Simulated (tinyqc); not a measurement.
# Inputs raised by 10 %, one at a time

Model: longitudinal sound in a periodic multilayer: transfer matrices, stop bands and folded phonons. Computed by tinyqc, a small Python program. Command: `OMP_NUM_THREADS=1 python tinyqc.py 3003154 3003155 out.jsonl multilayer sens`. One thread of a shared host (Intel(R) Xeon(R) Processor @ 2.30GHz), about 0.01 s of CPU time with the checks.

Layers 1 and 2 repeat with period d = d_1 + d_2; waves travel normal to the layers, without loss. State vector (u, s): displacement u and stress divided by omega. Impedances Z = rho v are in 1e6 kg/(m^2 s).

Inputs (values chosen for the exercise, modelled on silicon (layer 1), germanium (layer 2) and silica (substrate)):
```
quantity            value    unit
density rho_1        2.35  g/cm^3
velocity v_1         8480     m/s
thickness d_1        17.8      nm
density rho_2        5.29  g/cm^3
velocity v_2         4890     m/s
thickness d_2        10.4      nm
substrate density    2.23  g/cm^3
substrate velocity   6050     m/s
periods N              12       -
```

Method:
- Z = rho v; interface reflection r = (Z_2 - Z_1)/(Z_2 + Z_1) (stress amplitude, from 1 into 2); Bragg frequency f_B = 1/[2 (d_1/v_1 + d_2/v_2)]; long-wave velocity v_eff = d/sqrt[(d_1/v_1)^2 + (d_2/v_2)^2 + (Z_1/Z_2 + Z_2/Z_1)(d_1/v_1)(d_2/v_2)].
- A layer maps (u, s) by [[cos p, sin p/Z], [-Z sin p, cos p]], p = 2 pi f d_i/v_i; one period is M = M_2 M_1, and cos(q d) = trace(M)/2.
- For N periods A = M^N. A wave comes from a thick layer of material 1 and leaves into the substrate (Z_s): transmitted power T = 4 Z_1 Z_s/|Z_1 A_22 + Z_s A_11 - i (Z_1 Z_s A_12 - A_21)|^2, reflected power R = 1 - T.
- Gap m contains m f_B; its edges, where trace(M)/2 = (-1)^m, are found by root search. Weak-contrast estimate of the width: (4 f_B/pi) |r sin(m pi a)|, a = (d_1/v_1)/(d_1/v_1 + d_2/v_2).

Runs:
```
input moved                 from     to  Bragg frequency f_B (GHz)  width/f_B (%)  transmitted power at f_B  lower edge (GHz)
base run                       -      -                     118.32         16.561                  0.005158            108.52
density rho_1 (g/cm^3)      2.35  2.585                     118.32         10.528                  0.045245            112.09
velocity v_1 (m/s)          8480   9328                     123.92         10.491                  0.045914            117.41
thickness d_1 (nm)          17.8  19.58                     112.72         16.527                  0.005225            103.40
density rho_2 (g/cm^3)      5.29  5.819                     118.32         22.556                  0.000525            104.98
velocity v_2 (m/s)          4890   5379                     123.99         22.509                  0.000534            110.03
thickness d_2 (nm)          10.4  11.44                     112.65         16.501                  0.005276            103.35
substrate density (g/cm^3)  2.23  2.453                     118.32         16.561                  0.005672            108.52
```

Exponents ln(y'/y) / ln(x'/x):
```
input              Bragg frequency f_B  width/f_B  transmitted power at f_B  lower edge
density rho_1                    0.000     -4.753                    22.784       0.339
velocity v_1                     0.485     -4.790                    22.938       0.826
thickness d_1                   -0.509     -0.022                     0.136      -0.507
density rho_2                    0.000      3.242                   -23.974      -0.349
velocity v_2                     0.491      3.220                   -23.792       0.145
thickness d_2                   -0.515     -0.038                     0.239      -0.512
substrate density                0.000      0.000                     0.997       0.000
```

Among the inputs moved here: Bragg frequency f_B answers most in size to thickness d_2 (exponent -0.515), and about equally to thickness d_1 (-0.509); its exponent is below 0.0005 for density rho_1, density rho_2, substrate density. Its exponent 0.000 in density rho_1: f_B depends on transit times alone. Its exponent 0.000 in density rho_2: f_B depends on transit times alone. width/f_B answers most in size to velocity v_1 (exponent -4.790), and about equally to density rho_1 (-4.753); its exponent is below 0.0005 for substrate density. Its exponent 0.000 in substrate density: the bands belong to the infinite stack. Transmitted power at f_B answers most in size to density rho_2 (exponent -23.974), and about equally to velocity v_2 (-23.792). Lower edge answers most in size to velocity v_1 (exponent +0.826), next to thickness d_2 (-0.512); its exponent is below 0.0005 for substrate density.
